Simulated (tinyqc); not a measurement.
Inside a calculation: two-band massive Dirac model of the K valleys. Values are carried at full precision from step to step, so a last printed digit may differ when a step is redone from the rounded ones.

Basis (conduction, valence): H = [[D/2, a t (tau kx - i ky)], [a t (tau kx + i ky), -D/2 + lam tau sz]], valley tau = +/-1, spin sz = +/-1. The gap of a spin and valley is G = D - lam tau sz. Berry curvature Omega = curl of i<u|grad u>; for the conduction band Omega_c = -tau 2 a^2 t^2 G/(G^2 + 4 a^2 t^2 k^2)^(3/2), and Omega_v = -Omega_c.

Constants: hbar^2/2m0 = 3.80998211 eV angstrom^2.

Inputs chosen for the exercise (near those used for monolayer WSe2; the results hold for these values, not for the real material): a = 3.314 angstrom (lattice constant); D = 1.66 eV (gap parameter); t = 1.19 eV (effective hopping); lam = 0.263 eV (half the valence spin splitting); tau = 1 (valley); sz = 1 (spin); k = (-0.081, 0.055) 1/angstrom (wave vector from the valley); h = 0.02 1/angstrom (side of the plaquette).

## Band edges of the four flavours

At k = 0: Ec = D/2, Ev = -D/2 + lam tau sz; mass m/m0 = c G/(a t)^2 for both bands, c = hbar^2/2m0; Omega_c(0) = -2 tau a^2 t^2/G^2.

Edges:

| tau | sz | Ec (eV) | Ev (eV) | G (eV) | mass (m0) | Omega_c (angstrom^2) |
|---|---|---|---|---|---|---|
| 1 | 1 | 0.8300 | -0.5670 | 1.3970 | 0.3422 | -15.938 |
| 1 | -1 | 0.8300 | -1.0930 | 1.9230 | 0.4711 | -8.411 |
| -1 | 1 | 0.8300 | -1.0930 | 1.9230 | 0.4711 | 8.411 |
| -1 | -1 | 0.8300 | -0.5670 | 1.3970 | 0.3422 | 15.938 |

The top of the valence band has spin up at tau = +1 and spin down at tau = -1: spin and valley are locked, with 526 meV between the two valence bands (A and B transitions at 1.397 and 1.923 eV, without exciton binding).

## H at one k

Fill in the matrix and diagonalise: E = lam tau sz/2 -/+ sqrt(G^2/4 + a^2 t^2 k^2).

H (eV):
```
                 c                v
c           0.8300  -0.3194-0.2169i
v  -0.3194+0.2169i          -0.5670
```

levels (eV): -0.6666  0.9296

cos(theta) = G/(E+ - E-) = 0.8752

## Curvature, orbital moment and circular dichroism

Omega_c from the formula; orbital moment of both bands m = -tau (a t)^2 G/(c (G^2 + 4 a^2 t^2 k^2)) in Bohr magnetons (charge -e), c = hbar^2/2m0; interband strengths |P+/-|^2 proportional to (1 +/- tau cos(theta))^2 for P+/- = Px +/- i Py, and eta = (|P+|^2 - |P-|^2)/(|P+|^2 + |P-|^2) = 2 tau cos(theta)/(1 + cos^2(theta)).

Omega_c = -10.684 angstrom^2
orbital moment = -2.238 muB
eta = 0.9912

All three change sign with the valley. The selection rule, exact at k = 0, still holds to 99.1 % here.

## The curvature from a plaquette

Corners counter-clockwise around k, from (-h/2, -h/2); upper eigenvector u with its first component real and positive; Omega = -(sum of arg <u_j|u_(j+1)>)/h^2.

Corners:

| j | kx | ky | u_c | u_v | arg <u_j\|u_j+1> (rad) |
|---|---|---|---|---|---|
| 1 | -0.0910 | 0.0450 | 0.96633 | -0.23064+0.11405i | -0.005969 |
| 2 | -0.0710 | 0.0450 | 0.97556 | -0.18561+0.11764i | -0.009511 |
| 3 | -0.0710 | 0.0650 | 0.96918 | -0.18170+0.16635i | 0.008275 |
| 4 | -0.0910 | 0.0650 | 0.96062 | -0.22612+0.16152i | 0.011475 |

Omega_c from the plaquette = -10.673 angstrom^2

The formula at the centre gives -10.684; the plaquette averages over its area.

## Checks

- Curvature formula against a plaquette of side 1e-4: both -10.684.
- Eta against the matrix elements of dH/dkx +/- i dH/dky: both 0.99118.

Program tinyqc; command `OMP_NUM_THREADS=1 python tinyqc.py 1451719 1451720 out.jsonl`; about 0.01 s on one thread of a shared Intel(R) Xeon(R) Processor @ 2.30GHz.
